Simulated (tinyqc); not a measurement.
Worked calculation: CIS and TDHF on RHF in the sto-3g basis, frozen core, for BeH2, spin multiplicity 1. One step of it, computed by the program tinyqc.

Problem. CIS matrix, singlets. A(ia,jb) = (e_a - e_i) d_ij d_ab + 2 (ia|jb) - (ij|ab).

orbital energies (hartree): MO1 -4.519361, MO2 -0.463059, MO3 -0.421432, MO4 0.205158, MO5 0.211189, MO6 0.484008, MO7 0.954427

Two-electron integrals over orbitals (pq|rs), unique and non-zero (hartree); the lowest 1 orbital is frozen and left out:
```
(22|22) 0.435304    (32|22) 0.068486    (32|32) 0.134947    (33|22) 0.385336
(33|32) -0.056036   (33|33) 0.462629    (42|22) 0.012688    (42|32) 0.001864
(42|33) 0.009900    (42|42) 0.047953    (43|22) 0.002459    (43|32) 0.010182
(43|33) -0.007003   (43|42) -0.006643   (43|43) 0.017524    (44|22) 0.368908
(44|32) 0.000830    (44|33) 0.356390    (44|42) -0.023602   (44|43) 0.005983
(44|44) 0.454183    (52|52) 0.048197    (53|52) -0.006848   (53|53) 0.016235
(54|52) -0.008928   (54|53) 0.002016    (54|54) 0.025789    (55|22) 0.371700
(55|32) 0.000666    (55|33) 0.357385    (55|42) -0.006791   (55|43) 0.002200
(55|44) 0.400637    (55|55) 0.449859    (62|22) -0.031948   (62|32) -0.020595
(62|33) -0.037464   (62|42) -0.002277   (62|43) -0.000383   (62|44) 0.043048
(62|55) 0.047771    (62|62) 0.073617    (63|22) -0.035744   (63|32) -0.082424
(63|33) 0.048093    (63|42) -0.000178   (63|43) -0.009616   (63|44) -0.016610
(63|55) -0.017801   (63|62) -0.007106   (63|63) 0.085911    (64|22) 0.005248
(64|32) 0.000802    (64|33) -0.002650   (64|42) 0.039440    (64|43) -0.009375
(64|44) -0.005638   (64|55) 0.005399    (64|62) 0.018356    (64|63) -0.006134
(64|64) 0.044402    (65|52) 0.045227    (65|53) -0.010873   (65|54) -0.006366
(65|65) 0.049493    (66|22) 0.396238    (66|32) -0.012054   (66|33) 0.417534
(66|42) 0.025046    (66|43) -0.007065   (66|44) 0.362000    (66|55) 0.369395
(66|62) -0.027439   (66|63) 0.017778    (66|64) 0.015532    (66|66) 0.425150
(72|22) -0.025554   (72|32) -0.042428   (72|33) 0.008805    (72|42) -0.006210
(72|43) -0.010234   (72|44) 0.012637    (72|55) 0.012706    (72|62) 0.028188
(72|63) 0.053341    (72|64) 0.001871    (72|66) -0.003455   (72|72) 0.060744
(73|22) -0.006602   (73|32) -0.000779   (73|33) -0.020908   (73|42) -0.015568
(73|43) 0.005728    (73|44) 0.056305    (73|55) 0.055719    (73|62) 0.063565
(73|63) -0.027750   (73|64) 0.006143    (73|66) -0.027577   (73|72) 0.012020
(73|73) 0.078011    (74|22) -0.011991   (74|32) -0.025956   (74|33) 0.012030
(74|42) 0.005642    (74|43) 0.011022    (74|44) -0.000923   (74|55) -0.000033
(74|62) 0.004415    (74|63) 0.015866    (74|64) 0.001622    (74|66) 0.004102
(74|72) 0.004355    (74|73) 0.000768    (74|74) 0.022289    (75|52) 0.006361
(75|53) 0.012595    (75|54) -0.000528   (75|65) 0.002451    (75|75) 0.016581
(76|22) 0.058817    (76|32) 0.124978    (76|33) -0.059294   (76|42) 0.004041
(76|43) 0.012304    (76|44) 0.000047    (76|55) 0.000812    (76|62) -0.016406
(76|63) -0.090873   (76|64) 0.003318    (76|66) -0.016105   (76|72) -0.056326
(76|73) 0.003362    (76|74) -0.023858   (76|76) 0.133193    (77|22) 0.438165
(77|32) 0.021461    (77|33) 0.438982    (77|42) 0.002523    (77|43) 0.001578
(77|44) 0.393688    (77|55) 0.391661    (77|62) -0.039339   (77|63) -0.006087
(77|64) -0.007017   (77|66) 0.433633    (77|72) -0.016795   (77|73) -0.009602
(77|74) -0.003203   (77|76) 0.014737    (77|77) 0.491091
```

Give: CIS matrix A, singlet.

Solution.

CIS matrix A, singlet (hartree), order 2>4, 2>5, 2>6, 2>7, 3>4, 3>5, 3>6, 3>7:
$$\begin{pmatrix}
0.3952 & 0.0000 & -0.0098 & -0.0004 & -0.0141 & 0.0000 & -0.0012 & -0.0052 \\
0.0000 & 0.3989 & 0.0000 & 0.0000 & 0.0000 & -0.0144 & 0.0000 & 0.0000 \\
-0.0098 & 0.0000 & 0.6981 & -0.0024 & -0.0016 & 0.0000 & -0.0022 & 0.0022 \\
-0.0004 & 0.0000 & -0.0024 & 1.1008 & 0.0055 & 0.0000 & -0.0183 & 0.0026 \\
-0.0141 & 0.0000 & -0.0016 & 0.0055 & 0.3052 & 0.0000 & -0.0166 & -0.0006 \\
0.0000 & -0.0144 & 0.0000 & 0.0000 & 0.0000 & 0.3077 & 0.0000 & 0.0000 \\
-0.0012 & 0.0000 & -0.0022 & -0.0183 & -0.0166 & 0.0000 & 0.6597 & 0.0038 \\
-0.0052 & 0.0000 & 0.0022 & 0.0026 & -0.0006 & 0.0000 & 0.0038 & 1.0929
\end{pmatrix}$$
